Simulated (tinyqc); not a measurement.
Silicon n-p-n transistor, Gummel numbers and transit times: one step of the calculation.

One-dimensional n-p-n transistor in the forward active mode at low injection. In the base p(x) = NB exp(-eta x/wb) and ni(x)^2 = ni^2 exp((g0 + g1 x/wb)/Vt); electrons leave the base at vsat; band spikes at the emitter junction and recombination inside the emitter are ignored.

Question. Gain, Early voltage and collector delay. ni = sqrt(Nc Nv) exp(-Eg/(2 Vt)), Eg in volts; GE = NE exp(-gE/Vt)(we/Dp + 1/Se); JC = J0 exp(VBE/Vt), J0 = q ni^2/GB; gain limited by back injection GE/GB, by base recombination tb/tauB, together 1/beta = the sum of the inverses; collector layer one-sided, Wc = sqrt(2 eps0 eps_r (Vbc + VCB)/(q NC)), Vbc = Vt ln(p(wb) NC/ni^2), Cjc = eps0 eps_r/Wc; Early voltage VA = GB q p(wb)/(f(wb) Cjc [1/Dn - (eta + g1/Vt)/(wb vsat)]), f(wb) = p(wb) exp(-(g0 + g1)/Vt), p(wb) = NB exp(-eta); tauC = Wc/(2 vsat).

Inputs (values chosen for the exercise); band and dielectric values close to those of silicon: temperature T = 250 K; band gap Eg = 1.11 eV; relative permittivity eps_r = 11.5; conduction-band density of states at T Nc = 2.12e19 cm^-3; valence-band density of states at T Nv = 1.99e19 cm^-3; saturation velocity vsat = 9.85e6 cm/s; neutral base width wb = 260 nm; base doping at the emitter edge NB = 1.5e18 cm^-3; doping falls as exp(-eta x/wb) eta = 0; gap reduction at the emitter edge of the base g0 = 0 eV; further gap reduction across the base (linear) g1 = 0 eV; electron diffusion coefficient in the base Dn = 9.2 cm^2/s; emitter doping NE = 1.4e20 cm^-3; gap reduction in the emitter (negative: wider gap) gE = 0.072 eV; neutral emitter width we = 300 nm; hole diffusion coefficient in the emitter Dp = 1.5 cm^2/s; recombination velocity at the emitter contact Se = 5e6 cm/s; electron lifetime in the base tb = 7e-7 s; collector doping NC = 1.2e16 cm^-3; collector-base reverse bias VCB = 1.8 V.

Constants: q = 1.602176634e-19 C, kB = 1.380649e-23 J/K, Vt = kB T/q, eps0 = 8.8541878128e-14 F/cm where lengths are in cm. Results are converted to the units shown.

GB = 4.3914147e12 s/cm^4
tauB = 39.378724 ps

Find: ni; GE; J0; GE/GB; tb/tauB; beta; Wc; Cjc; VA; tauC.

Answer.

ni = 1.331e8 cm^-3
GE = 1.000e14 s/cm^4
J0 = 6.467e-16 A/cm^2
GE/GB = 22.77
tb/tauB = 1.778e4
beta = 22.74
Wc = 534.1 nm
Cjc = 0.1906 fF/um^2
VA = 339.5 V
tauC = 2.711 ps

The gain is limited more by back injection into the emitter. beta VA = 7720 V.

Range of the model: Heavy doping makes emitter or base degenerate; gE and g0 are to be read as apparent gap changes that include this.

Numbers from tinyqc (`OMP_NUM_THREADS=1 python tinyqc.py 2320072 2320073 out.jsonl`; about 0.01 s on one thread of a shared Intel Xeon 2.30GHz).
